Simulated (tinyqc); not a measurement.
Donor binding, ionisation and the Mott limit: one step of the calculation.

Hydrogenic donor: Ry = (m0 q^3/(8 eps0^2 h^2)) me/eps_r^2 in eV, E0 = cc Ry, radius a = q/(8 pi eps0 eps_r E0), Mott density Nm = (0.26/a)^3. Below Nm the level sinks as Ed = E0 [1 - (N/Nm)^(1/3)]. Neutrality: Nc F12(eta) = N/(1 + 2 exp(eta + Ed/kB T)), F12(x) = (2/sqrt(pi)) int_0^infinity sqrt(u)/(1 + exp(u - x)) du.

Question. Binding energy, radius and Mott density. The mean spacing of the donors is N^(-1/3).

Inputs (values chosen for the exercise); band and dielectric values close to those of gallium phosphide:
- eps_r = 10.9 (relative permittivity)
- me = 0.301 m0 (mass in the hydrogenic formula, set independently of Nc)
- cc = 1.6 (ratio of the true binding energy to the hydrogenic one)
- N = 4.9e16 cm^-3 (donor density)

Constants: q = 1.602176634e-19 C, eps0 = 8.8541878128e-12 F/m, h = 6.62607015e-34 J s, m0 = 9.1093837015e-31 kg. Results are converted to the units shown.

Wanted: Ry; E0; a; Nm; spacing over a; Ed.

Answer.

Ry = 34.47 meV
E0 = 55.15 meV
a = 1.198 nm
Nm = 1.023e19 cm^-3
spacing over a = 22.82
Ed = 45.85 meV

Range of the model: A sharp level with degeneracy 2 overstates freeze-out near Nm, where the impurity band broadens and merges with the conduction band.

Numbers from tinyqc (`OMP_NUM_THREADS=1 python tinyqc.py 2330048 2330049 out.jsonl`; about 0.01 s on one thread of a shared Intel Xeon 2.30GHz).
